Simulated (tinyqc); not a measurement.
From a target level to the width: type-II superlattice in the two-band Kane model. Three cases, with inputs chosen for the exercise.

Problem. Which width a puts the bottom of C1 at the energy below?

Motion along the axis, period d = a + b, c = hbar^2/2m0. Conduction and light-hole bands couple: (E - Ec)(E - Ev) = Ep c k^2 in each layer, with mass m(E) = (E - Ev)/Ep, which may be negative. The conduction envelope psi and psi'/m(E) are continuous; a layer carries them by [[cos kt, (m/k) sin kt], [-(k/m) sin kt, cos kt]] (cosh and sinh for k^2 < 0), and cos(q d) = tr(M_B M_A)/2. C1 is the first miniband above EvB, with its bottom at tr/2 = +1 and its top at -1; the gap is the bottom of C1 less the top heavy-hole level HH1.

Constants: hbar^2/2m0 = 3.80998211 eV angstrom^2.

Find: k in A; kappa in B; a.

Method. At q = 0 the state is even in both layers: (k/m_A) tan(k a/2) = (kappa/m_B) tanh(kappa b/2) with the masses at that energy; the first branch of the arctangent gives a.

Case 1.

Values chosen (near those of an InAs/GaSb superlattice; the results hold for these values, not for the real material): b = 43 angstrom (layer B); EcA = 0 eV (conduction edge of A); EvA = -0.41 eV (valence edge of A); EcB = 0.929 eV (conduction edge of B); EvB = 0.128 eV (valence edge of B); EpA = 14.4 eV (coupling energy in A); EpB = 18.3 eV (coupling energy in B).

bottom of C1 = 0.224636 eV

Solution.

k in A = 0.05098 1/angstrom
kappa in B = 0.03124 1/angstrom
a = 49.0 angstrom

Case 2.

Values chosen (near those of an InAs/GaSb superlattice; the results hold for these values, not for the real material): b = 38 angstrom (layer B); EcA = 0 eV (conduction edge of A); EvA = -0.418 eV (valence edge of A); EcB = 0.963 eV (conduction edge of B); EvB = 0.14 eV (valence edge of B); EpA = 14.4 eV (coupling energy in A); EpB = 18.3 eV (coupling energy in B).

bottom of C1 = 0.282428 eV

Solution.

k in A = 0.06005 1/angstrom
kappa in B = 0.03729 1/angstrom
a = 39.0 angstrom

Case 3.

Values chosen (near those of an InAs/GaSb superlattice; the results hold for these values, not for the real material): b = 43 angstrom (layer B); EcA = 0 eV (conduction edge of A); EvA = -0.417 eV (valence edge of A); EcB = 0.935 eV (conduction edge of B); EvB = 0.129 eV (valence edge of B); EpA = 14.6 eV (coupling energy in A); EpB = 18.2 eV (coupling energy in B).

bottom of C1 = 0.241724 eV

Solution.

k in A = 0.05350 1/angstrom
kappa in B = 0.03357 1/angstrom
a = 46.0 angstrom

Computed by tinyqc, one run a case: `OMP_NUM_THREADS=1 python tinyqc.py N N+1 out.jsonl` with N = 1252141, 1252287, 1252401; one thread of a shared Intel(R) Xeon(R) Processor @ 2.30GHz, about 0.2 s a run at most.
